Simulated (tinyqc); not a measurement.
Critical temperature from a phonon spectrum: McMillan, Allen-Dynes and the linearised Eliashberg equation. From T_c, Eliashberg back to Coulomb pseudopotential mu*. Computed by tinyqc, a small Python program. Command: `OMP_NUM_THREADS=1 python tinyqc.py 3014586 3014587 out.jsonl eliashberg inv`. One thread of a shared host (Intel(R) Xeon(R) Processor @ 2.30GHz), about 0.07 s of CPU time with the checks.

alpha^2 F(omega) = sum_i (lambda_i omega_i/2) delta(omega - omega_i), so that lambda = 2 int alpha^2 F/omega d omega = sum_i lambda_i.

Inputs (values chosen for the exercise, for a model metal):
```
quantity             value  unit
peak energy omega_1    5.8   meV
coupling lambda_1    0.251     -
peak energy omega_2   10.7   meV
coupling lambda_2    0.491     -
```

Peaks in alpha^2 F: two.

Constants: k_B = 8.617333262e-05 eV/K.

Method:
- omega_log = exp(sum lambda_i ln omega_i / lambda); omega_rms = sqrt(sum lambda_i omega_i^2 / lambda).
- McMillan form: k_B T_c = (omega_log/1.2) exp[-1.04 (1 + lambda)/(lambda - mu* (1 + 0.62 lambda))]. Allen-Dynes multiplies it by f1 f2: f1 = [1 + (lambda/L1)^(3/2)]^(1/3), L1 = 2.46 (1 + 3.8 mu*); f2 = 1 + (omega_rms/omega_log - 1) lambda^2/(lambda^2 + L2^2), L2 = 1.82 (1 + 6.3 mu*) omega_rms/omega_log.
- Linearised Eliashberg equation at omega_n = (2n + 1) pi k_B T, n = 0..N-1: lambda(j) = sum_i lambda_i omega_i^2/(omega_i^2 + (2 pi j k_B T)^2); K_mn = lambda(m - n) + lambda(m + n + 1) - 2 mu*(N) - delta_mn [2m + 1 + lambda(0) + 2 sum_(j=1..m) lambda(j)], with 1/mu*(N) = 1/mu* + ln(omega_rms/omega_N), omega_N = (2N + 1) pi k_B T. T_c is where the largest eigenvalue rho of K is zero.
- N is the smallest integer at or above 8 omega_max/(2 pi k_B T_AD), omega_max the highest peak and T_AD the Allen-Dynes value.

Task: A run gave the result below. Find the Coulomb pseudopotential mu*, known to lie between 0.09 and 0.16.

T_c, Eliashberg = 3.918862 K

Result:

Each step takes the trial c = (a f_b - b f_a)/(f_b - f_a), f being the result less the target and a, b, c the logarithms of the listed values; c replaces end b, the old b replaces a if the sign of f changed, and otherwise f_a is halved.

Scan of the range:
```
Coulomb pseudopotential mu*  T_c, Eliashberg (K)
0.0900                                   4.33282
0.0991                                   4.01999
0.1090                                   3.69124
0.1200                                   3.34121
0.1320                                   2.97872
0.1450                                   2.60999
0.1600                                   2.21563
```

False position (Illinois rule, in the logarithm of the input) inside the bracket:
```
step     end a     end b     trial  T_c, Eliashberg (K)
1     0.099100  0.109000  0.102046              3.92066
2     0.109000  0.102046  0.102098              3.91891
3     0.109000  0.102098  0.102101              3.91881
4     0.102098  0.102101  0.102100              3.91886
```

T_c, Eliashberg falls at every point of a 13-point scan of the range (every second point is shown), so one value fits; it is bracketed by 0.0991 and 0.109. Answer: Coulomb pseudopotential mu* = 0.1021.
